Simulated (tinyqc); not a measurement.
## Dose and depth of a threshold implant

Inverse problem. A sheet of D acceptors per cm^2 lies at depth xi inside the depleted layer of a body doped Na. In the depletion approximation VT = Vfb + f2 + q D/Cox + gamma sqrt(f2 + Vsb - q D xi/(eps0 eps_r)), gamma = sqrt(2 eps0 eps_r q Na)/Cox, Cox = eps0 eox/tox. Find gamma, D and xi.

Values chosen for this exercise; band and dielectric values those of a made-up semiconductor:
- eps_r = 13.8 (relative permittivity)
- Na = 1.2e18 cm^-3 (acceptor density deep in the body)
- eox = 7.37 (relative permittivity of the gate insulator (close to silicon nitride))
- tox = 21 nm (insulator thickness)
- Vfb = -0.99 V (flat-band voltage)
- f2 = 0.74 V (band bending 2 phiF at threshold)

Constants: q = 1.602176634e-19 C, eps0 = 8.8541878128e-14 F/cm where lengths are in cm. Results are converted to the units shown.

VT against the source at Vsb = 0 and 2.9 V (V): [2.1003058, 4.4753418]

Answer. With y^2 = f2 - q D xi/(eps0 eps_r) and d the difference of the thresholds over gamma, sqrt(y^2 + Vsb) - y = d gives y = (Vsb - d^2)/(2 d). The first threshold then gives D, and y^2 gives xi.

gamma = 2.21 V^0.5
D = 1.10e12 cm^-2
xi = 6.00 nm

tinyqc, about 0.6 s, one thread, Intel Xeon 2.30GHz (shared host): `OMP_NUM_THREADS=1 python tinyqc.py 2080151 2080152 out.jsonl`
